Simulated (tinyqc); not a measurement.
## Trap density from two Hall measurements

Problem. p-type body, charge-sheet picture, full ionisation (an idealisation for deep acceptors), Boltzmann statistics for free electrons. e = Ec - EF at the surface. psi = Eg - Vt ln(Nv/Na) - e; N_dep = sqrt(2 eps0 eps_r Na (psi - Vt)/q); n_f = sqrt(N_dep^2 + 2 eps0 eps_r Vt Nc exp(-e/Vt)/q) - N_dep; Vg = Vfb + psi + q (N_dep + n_t + n_f)/Cox, Cox = eps0 eox/tox. Find e and n_t at both points and the mean trap density between them.

Parameters, values chosen for the exercise; band and dielectric values close to those of 4H silicon carbide: temperature T = 300 K; band gap Eg = 3.28 eV; relative permittivity eps_r = 9.84; conduction-band density of states at T Nc = 1.68e19 cm^-3; valence-band density of states at T Nv = 2.52e19 cm^-3; relative permittivity of the insulator eox = 3.9; insulator thickness tox = 36 nm; acceptor density Na = 4.9e16 cm^-3; flat-band voltage without trapped charge Vfb = -2.49 V.

Constants: q = 1.602176634e-19 C, kB = 1.380649e-23 J/K, Vt = kB T/q, eps0 = 8.8541878128e-14 F/cm where lengths are in cm. Results are converted to the units shown.

Vg (V): [3.0123200, 3.6754275]
free sheet density from the Hall effect (cm^-2): [2.5349557e9, 1.4246205e11]

Solution. Each n_f fixes e; what the gate voltage holds beyond psi, N_dep and n_f is trapped; the difference quotient is the density, smeared over a few Vt.

e (eV): [0.171, 0.0650]
n_t (cm^-2): [2.79e11, 4.50e11]
mean trap density = 1.61e12 cm^-2 eV^-1

Numbers from tinyqc (`OMP_NUM_THREADS=1 python tinyqc.py 2222040 2222041 out.jsonl`; about 0.02 s on one thread of a shared Intel Xeon 2.30GHz).
